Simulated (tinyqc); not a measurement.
Inside a calculation: two-band massive Dirac model of the K valleys. Values are carried at full precision from step to step, so a last printed digit may differ when a step is redone from the rounded ones.

Basis (conduction, valence): H = [[D/2, a t (tau kx - i ky)], [a t (tau kx + i ky), -D/2 + lam tau sz]], valley tau = +/-1, spin sz = +/-1. The gap of a spin and valley is G = D - lam tau sz. Berry curvature Omega = curl of i<u|grad u>; for the conduction band Omega_c = -tau 2 a^2 t^2 G/(G^2 + 4 a^2 t^2 k^2)^(3/2), and Omega_v = -Omega_c.

Constants: hbar^2/2m0 = 3.80998211 eV angstrom^2.

Parameters, chosen for this exercise (near those used for monolayer MoS2; the results hold for these values, not for the real material):
```
symbol  value           unit        meaning
a       3.203           angstrom    lattice constant
D       1.62            eV          gap parameter
t       1.14            eV          effective hopping
lam     0.069           eV          half the valence spin splitting
tau     1                           valley
sz      1                           spin
k       (0.046, 0.104)  1/angstrom  wave vector from the valley
h       0.02            1/angstrom  side of the plaquette
```

## Band edges of the four flavours

At k = 0: Ec = D/2, Ev = -D/2 + lam tau sz; mass m/m0 = c G/(a t)^2 for both bands, c = hbar^2/2m0; Omega_c(0) = -2 tau a^2 t^2/G^2.

Edges:
```
tau  sz  Ec (eV)  Ev (eV)  G (eV)  mass (m0)  Omega_c (angstrom^2)
1     1   0.8100  -0.7410  1.5510     0.4432               -11.085
1    -1   0.8100  -0.8790  1.6890     0.4826                -9.347
-1    1   0.8100  -0.8790  1.6890     0.4826                 9.347
-1   -1   0.8100  -0.7410  1.5510     0.4432                11.085
```

The top of the valence band has spin up at tau = +1 and spin down at tau = -1: spin and valley are locked, with 138 meV between the two valence bands (A and B transitions at 1.551 and 1.689 eV, without exciton binding).

## H at one k

Fill in the matrix and diagonalise: E = lam tau sz/2 -/+ sqrt(G^2/4 + a^2 t^2 k^2).

H (eV), rows c, v and columns alike:
```
[[0.8100, 0.1680-0.3797i],
 [0.1680+0.3797i, -0.7410]]
```

levels (eV): [-0.8452, 0.9142]

cos(theta) = G/(E+ - E-) = 0.8816

## Curvature, orbital moment and circular dichroism

Omega_c from the formula; orbital moment of both bands m = -tau (a t)^2 G/(c (G^2 + 4 a^2 t^2 k^2)) in Bohr magnetons (charge -e), c = hbar^2/2m0; interband strengths |P+/-|^2 proportional to (1 +/- tau cos(theta))^2 for P+/- = Px +/- i Py, and eta = (|P+|^2 - |P-|^2)/(|P+|^2 + |P-|^2) = 2 tau cos(theta)/(1 + cos^2(theta)).

Omega_c = -7.595 angstrom^2
orbital moment = -1.754 muB
eta = 0.9921

All three change sign with the valley. The selection rule, exact at k = 0, still holds to 99.2 % here.

## The curvature from a plaquette

Corners counter-clockwise around k, from (-h/2, -h/2); upper eigenvector u with its first component real and positive; Omega = -(sum of arg <u_j|u_(j+1)>)/h^2.

Corners:
```
j      kx      ky      u_c               u_v  arg <u_j|u_j+1> (rad)
1  0.0360  0.0940  0.97561  0.07850+0.20497i              -0.008836
2  0.0560  0.0940  0.97184  0.12059+0.20243i               0.005059
3  0.0560  0.1140  0.96391  0.11738+0.23896i               0.010144
4  0.0360  0.1140  0.96732  0.07635+0.24178i              -0.003332
```

Omega_c from the plaquette = -7.589 angstrom^2

The formula at the centre gives -7.595; the plaquette averages over its area.

## Checks

- Curvature formula against a plaquette of side 1e-4: both -7.5948.
- Eta against the matrix elements of dH/dkx +/- i dH/dky: both 0.99211.

Run: tinyqc, `OMP_NUM_THREADS=1 python tinyqc.py 1452675 1452676 out.jsonl`; Intel(R) Xeon(R) Processor @ 2.30GHz, one thread, shared host; about 0.01 s of CPU time with all checks.
